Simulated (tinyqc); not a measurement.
Jacobi rotations on a symmetric matrix, step by step. Computed by tinyqc, a small Python program that keeps every step. Settings: method = jacobi. Command: `OMP_NUM_THREADS=1 python tinyqc.py 29229 29230 out.jsonl` (the two numbers bound the seeds that draw the settings). One thread of a shared host (Intel(R) Xeon(R) Processor @ 2.60GHz), about 0.01 s of CPU time with the checks.

## Jacobi rotation 1

A:
```
           1          2          3         4
1   0.078000  -0.291000   0.182000  0.597000
2  -0.291000   0.654000  -0.166000  0.190000
3   0.182000  -0.166000   1.354000  0.167000
4   0.597000   0.190000   0.167000  2.134000
```

Take the largest off-diagonal element A_pq; tan 2 theta = 2 A_pq / (A_qq - A_pp) with |theta| <= pi/4; A' = J^T A J with J_pp = J_qq = cos, J_pq = sin, J_qp = -sin.

p, q, theta (rad): 1.000000  4.000000  0.263068

A':
```
           1          2          3         4
1  -0.082778  -0.330397   0.132311  0.000000
2  -0.330397   0.654000  -0.166000  0.107790
3   0.132311  -0.166000   1.354000  0.208583
4   0.000000   0.107790   0.208583  2.294778
```

## Jacobi rotation 2

As before.

p, q, theta (rad): 1.000000  2.000000  -0.365542

A':
```
           1          2          3         4
1  -0.209235   0.000000   0.064232  0.038530
2   0.000000   0.780457  -0.202328  0.100669
3   0.064232  -0.202328   1.354000  0.208583
4   0.038530   0.100669   0.208583  2.294778
```

## All rotations

The off-diagonal norm falls at every rotation.

Rotations:
```
step  p  q      theta  off-diagonal norm
1     1  4   0.263068           6.47e-01
2     1  2  -0.365542           4.48e-01
3     3  4   0.208687           3.37e-01
4     2  3  -0.345381           1.33e-01
5     2  4   0.032465           1.09e-01
6     1  3   0.032260           8.14e-02
7     1  4   0.020434           3.44e-02
8     3  4  -0.018345           2.39e-02
9     1  2   0.018494           1.79e-03
10    2  3   0.001710           6.59e-04
11    1  3   0.000209           4.57e-04
12    2  4   0.000197           1.78e-05
13    1  4  -4.90e-06           1.12e-06
14    1  2  -6.25e-07           7.78e-07
15    3  4   5.78e-07           3.23e-10
```

eigenvalues: -0.212279  0.700316  1.389899  2.342065
